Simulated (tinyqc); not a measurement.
Slow cooling against a quench: self-consistent Fermi level with native defects, at growth and after a quench. Computed by tinyqc, a small Python program. Command: `OMP_NUM_THREADS=1 python tinyqc.py 3009191 3009192 out.jsonl scfermi walk`. One thread of a shared host (Intel(R) Xeon(R) Processor @ 2.30GHz), about 0.05 s of CPU time with the checks.

Energies are counted from the top of the valence band (VBM); when the gap shrinks with temperature the conduction band moves and the levels stay. The added dopant is taken as fully ionised. D and A draw on one reservoir with opposite signs, as the two vacancies of a compound do.

Inputs (values chosen for the exercise, for a model semiconductor):
```
quantity                                value   unit
gap E_g at 300 K                         2.34     eV
slope -dE_g/dT above 300 K            0.00062   eV/K
electron mass m_e                       0.528    m_0
valleys M_c                                 3      -
hole mass m_h                           0.681    m_0
E_f of the neutral native donor D      0.9878     eV
E_f of the neutral native acceptor A    3.715     eV
shift s of the chemical potential       0.022     eV
site density N_s                      2.7e+22  cm^-3
dopant density N_X                    1.6e+19  cm^-3
growth temperature T_g                   1090      K
temperature of use T                      300      K
```

Added shallow dopant: donor.

levels of D above the VBM, most positive state first (eV): 1.4  1.86

levels of A above the VBM, (0/-1) first (eV): 0.115  0.319

Constants: m_0 = 9.1093837015e-31 kg; k_B = 1.380649e-23 J/K; h = 6.62607015e-34 J s; k_B = 8.617333262e-05 eV/K.

Method:
- E_f(D, 0) = input + s and E_f(A, 0) = input - s; E_f(q, E_F = 0) follows from the levels, eps(q/q-1) = E_f(q - 1) - E_f(q) at E_F = 0.
- E_g(T) = E_g - slope x max(0, T - 300 K).
- N_c = 2 M_c (2 pi m_e k_B T/h^2)^(3/2) and N_v = 2 (2 pi m_h k_B T/h^2)^(3/2), masses in units of m_0.
- At growth T = T_g.
- n = N_c F_1/2((E_F - E_g)/k_B T), p = N_v F_1/2(-E_F/k_B T).
- F_1/2(eta) = (2/sqrt(pi)) int_0^infinity sqrt(x)/(1 + exp(x - eta)) dx, by the trapezoid rule in t = sqrt(x) with step 0.02 up to t = 12 (for eta < -12 by exp(eta) - exp(2 eta)/2^(3/2)).
- In equilibrium c_q = N_s exp(-(E_f(q, 0) + q E_F)/k_B T).
- Net charge = p - n + sum q c_q + N_X; the log ratio is ln(positive charge/negative charge).
- E_F is the root of the log ratio, by 50 bisections between -0.5 eV and E_g + 0.5 eV.
- After a quench the totals of D and A stay as grown, and each is shared among its charge states with weights exp(-(E_f(q, 0) + q E_F)/k_B T).
- Each E_F by bisection; full equilibrium lets the defects form and vanish at every T.

E_f(q, E_F = 0) (eV): D(+2) -2.2502, D(+1) -0.8502, D(0) 1.0098, A(0) 3.6930, A(-1) 3.8080, A(-2) 4.1270

total D = 7.85495e+18 cm^-3

total A = 2.64556e+18 cm^-3

Two histories (densities in cm^-3):
```
T (K)  E_F, equilibrium (eV)           n           p  all defects  E_F, frozen (eV)   n, frozen   p, frozen
930                   1.7127  8.0754e+18  4.0269e+10   4.9343e+18            1.7723  1.6664e+19  1.9143e+10
770                   1.7887  2.3490e+18  1.1368e+08   6.8614e+18            1.9061  1.3327e+19  1.9395e+07
620                   1.8459  3.3831e+17  4.1443e+04   7.8313e+18            2.0343  1.0999e+19  1.2201e+03
460                   1.9025  1.0772e+16  3.8392e-02   7.9946e+18            2.1788  1.0711e+19  3.6041e-05
300                   1.9585  1.1259e+13  1.7707e-14   8.0000e+18            2.3177  1.0709e+19  1.6341e-20
```

At 300 K equilibrium would leave 8.00e18 defects per cm^3 against 1.05e19 frozen in, and E_F differs by +0.359 eV. The majority density of the quenched sample is 950000 times the equilibrium one. Real samples lie between, set by the temperature at which diffusion stops.
